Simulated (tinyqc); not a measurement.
What moves the results: periodic multilayer mirror for extreme ultraviolet light. A value that a table varies takes the place of the one given here.

s polarisation, vacuum above. q_j = sqrt(N_j^2 - sin^2 theta); interface r_jk = (q_j - q_k)/(q_j + q_k) exp(-2 (2 pi/lam)^2 q_j q_k sg^2) (Nevot-Croce; sg = 0 if not given); phase factor of a layer x_j = exp(4 pi i q_j d_j/lam). Each period has the spacer (thickness (1 - Gm) L) on top of the absorber (Gm L). In this recursion R is the amplitude; R in tables and results is the reflectance, its squared modulus. The substrate is of the spacer material. Starting with R = 0 in it, each interface upward gives R -> (r + R x)/(1 + r R x), x that of the layer below the interface (1 for the substrate).

Inputs chosen for the exercise (optical constants near those of Mo and Si at 13.5 nm; the results hold for these values, not for the real material): lam = 13.5 nm (wavelength); dA = (0.0784, 0.00677) (delta and beta of the absorber, N = 1 - delta + i beta); dS = (0.0011, 0.00169) (delta and beta of the spacer and the substrate); L = 6.95 nm (period); Gm = 0.45 (absorber share of the period); theta = 6 degrees (angle from the normal); sg = 0.2 nm (interface roughness); Np = 20 (periods).

## Number of periods

The last column sets both beta to zero.

Reflectance:

| periods | R | R without absorption |
|---|---|---|
| 5 | 0.120 | 0.136 |
| 10 | 0.337 | 0.413 |
| 15 | 0.509 | 0.653 |
| 20 | 0.614 | 0.809 |
| 30 | 0.703 | 0.947 |
| 40 | 0.726 | 0.986 |
| 50 | 0.733 | 0.996 |
| 60 | 0.734 | 0.999 |
| 80 | 0.735 | 1.000 |
| 100 | 0.735 | 1.000 |

How do the results move?

R reaches 0.726 at 40 periods and 0.735 at 100; it stays within 0.01 of the last value from 40 periods on. Without absorption the last value is 1.000: absorption, not the count of layers, caps the mirror, and the roughness, which weakens each reflection, lowers that cap further.

## Wavelength

The optical constants are held fixed.

Reflectance:

| lam (nm) | R |
|---|---|
| 12.9 | 0.325 |
| 13.0 | 0.446 |
| 13.1 | 0.531 |
| 13.2 | 0.585 |
| 13.3 | 0.616 |
| 13.4 | 0.626 |
| 13.5 | 0.614 |
| 13.6 | 0.574 |
| 13.7 | 0.495 |
| 13.8 | 0.367 |
| 13.9 | 0.202 |
| 14.0 | 0.062 |
| 14.1 | 0.008 |
| 14.2 | 0.024 |
| 14.3 | 0.054 |

What does this show, and why?

The largest value listed is 0.626 at 13.4 nm, against lam_B = 2 L Re(mean q) = 13.322 nm; the peak lies on the long side, where the nodes of the standing wave fall in the absorber. R exceeds half of that from 12.9 to 13.8 nm of the wavelengths listed, at least 6.6 % of the wavelength; a chain of ten mirrors narrows it, since R^10 falls to half where R has lost only 7 %.

## Absorber share

For each Gm the period is set so that lam_B = 2 L Re(mean q) equals lam - 0.09 nm.

Results:

| Gm | L (nm) | R |
|---|---|---|
| 0.15 | 6.830 | 0.261 |
| 0.20 | 6.857 | 0.379 |
| 0.25 | 6.884 | 0.474 |
| 0.30 | 6.912 | 0.543 |
| 0.35 | 6.940 | 0.589 |
| 0.40 | 6.968 | 0.615 |
| 0.45 | 6.996 | 0.626 |
| 0.50 | 7.024 | 0.624 |
| 0.60 | 7.082 | 0.585 |
| 0.70 | 7.141 | 0.492 |

What can be read from the table?

The largest value listed is 0.626 at 0.45. The contrast of a period goes as sin(pi Gm) and is largest at 0.5, while the loss grows with Gm; R is 0.624 at 0.5, 0.543 at 0.3 and 0.492 at 0.7. Contrast counts most here, so the best share lies near 0.5, a little below it through absorption.

## Angle of incidence

Results:

| theta (degrees) | lam_B (nm) | R |
|---|---|---|
| 0 | 13.401 | 0.622 |
| 2 | 13.392 | 0.622 |
| 4 | 13.366 | 0.620 |
| 6 | 13.322 | 0.614 |
| 8 | 13.261 | 0.597 |
| 10 | 13.182 | 0.556 |
| 12 | 13.085 | 0.467 |
| 14 | 12.972 | 0.297 |
| 16 | 12.841 | 0.080 |
| 18 | 12.693 | 0.014 |
| 20 | 12.528 | 0.075 |

What can be read from the table?

lam_B = 2 L Re(mean q) falls with the angle, from 13.401 to 12.528 nm; the largest value listed is 0.622 at 0 degrees. R stays above 90 % of that value at 0, 2, 4, 6 and 8 degrees, which bounds the cone of light that a mask or mirror with this period accepts.

## Tolerances

R of the mirror, and R^10 for a chain of ten such mirrors. Each row changes one parameter from the base and keeps the others.

Results:

| case | R | R^10 |
|---|---|---|
| base | 0.6142 | 0.00764 |
| L = 6.99 nm | 0.6255 | 0.00916 |
| Gm = 0.49 | 0.6023 | 0.00628 |
| theta = 8 degrees | 0.5969 | 0.00574 |
| sg = 0.4 nm | 0.5879 | 0.00493 |
| dA = (0.0784, 0.00812) | 0.5938 | 0.00545 |
| lam = 13.55 nm | 0.5984 | 0.00588 |

What does this show?

The largest shifts from the base row, up to three for each result and ties (the steps differ in size, so this ranks the rows, not the parameters). R: sg -0.0263, dA -0.0204, theta -0.0173. R^10: sg -0.00271, dA -0.00219, theta -0.00190.

Program tinyqc; command `OMP_NUM_THREADS=1 python tinyqc.py 1681209 1681210 out.jsonl`; about 0.01 s on one thread of a shared Intel(R) Xeon(R) Processor @ 2.30GHz.
